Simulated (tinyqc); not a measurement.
Inside a calculation: heavy doping: gap narrowing, degeneracy and the minority density. Values are carried at full precision from step to step, so a last printed digit may differ when a step is redone from the rounded ones.

Empirical narrowing (Slotboom form, constants chosen for the exercise; published fits of this form give the apparent narrowing, here it is taken as the true one): dEg = E0 [ln(N/N0) + sqrt(ln(N/N0)^2 + C)].

Constants: kB = 8.617333262e-05 eV/K; e^2/(4 pi eps0) = 14.39964547 eV angstrom.

Inputs chosen for the exercise (gap and densities of states near those of Si at this temperature; narrowing constants near the fits for Si; not measured data): N = 5.1e+19 1/cm^3 (ionised donors, equal to the majority density); E0 = 6.66 meV (narrowing scale); N0 = 1.4e+17 1/cm^3 (onset density); C = 0.5 (smoothing constant); Nc = 5.13e+19 1/cm^3 (conduction-band density of states); Eg = 1.075 eV (gap); Nv = 1.95e+19 1/cm^3 (valence-band density of states); T = 450 K; eps = 11.4 (dielectric constant); Mv = 6 (majority valleys).

## Gap narrowing

Evaluate at N.

ln(N/N0) = 5.8979
dEg (empirical fit) = 78.84 meV

Well above N0 each decade of doping adds 2 E0 ln 10 = 30.7 meV.

## Degeneracy of the majority band

F_j(eta) = (1/Gamma(j + 1)) integral_0^infinity x^j dx/(1 + exp(x - eta)), which tends to exp(eta) for eta << 0.

Majority: N = Nc F_1/2(eta), eta the distance of EF beyond the majority band edge in kT. Degeneracy factor gam = F_1/2(eta)/exp(eta). ni0^2 = Nc Nv exp(-Eg/kT); product n p = ni0^2 gam exp(dEg/kT), dEg the true narrowing; apparent narrowing dEa = dEg + kT ln gam; minority density = n p/N.

Solve for eta and form gam.

N/Nc = 0.9942
eta = 0.3409
gam = 0.7070

## Product and minority density

Combine both effects.

ni0 = 3.02e+13 1/cm^3
exp(dEg/kT) = 7.64
dEa = 65.4 meV
sqrt(n p) = 7.02e+13 1/cm^3
minority density = 9.67e+07 1/cm^3

Narrowing multiplies the product by 7.64 and degeneracy by 0.707; together they change the minority density by a factor 5.4 against ni0^2/N.

## Two estimates of the size

Two physical estimates, e2 = e^2/(4 pi eps0), N in 1/angstrom^3: exchange shift at the Fermi level, Ex = (e2/eps) kF/pi with kF = (3 pi^2 N/Mv)^(1/3); screened-pair energy (Lanyon-Tuft), Es = (3/4)(e2/eps) qs with qs^2 = (4 pi e2 N/(eps kT)) F_-1/2(eta)/F_1/2(eta).

Evaluate both at N.

kF = 0.06314 1/angstrom
Ex = 25.38 meV
Es = 118.15 meV

Against the fitted dEg = 78.8 meV, Ex is 0.32 and Es 1.50 times as large; each keeps one mechanism only, and Ex assumes a strongly degenerate gas, while here eta is only 0.34.

## Checks

- Minority density against the Boltzmann occupation of the other band at the narrowed gap (1/cm^3): both 9.672e+07.

tinyqc: `OMP_NUM_THREADS=1 python tinyqc.py 1680028 1680029 out.jsonl`; about 0.01 s, one thread, shared Intel(R) Xeon(R) Processor @ 2.30GHz.
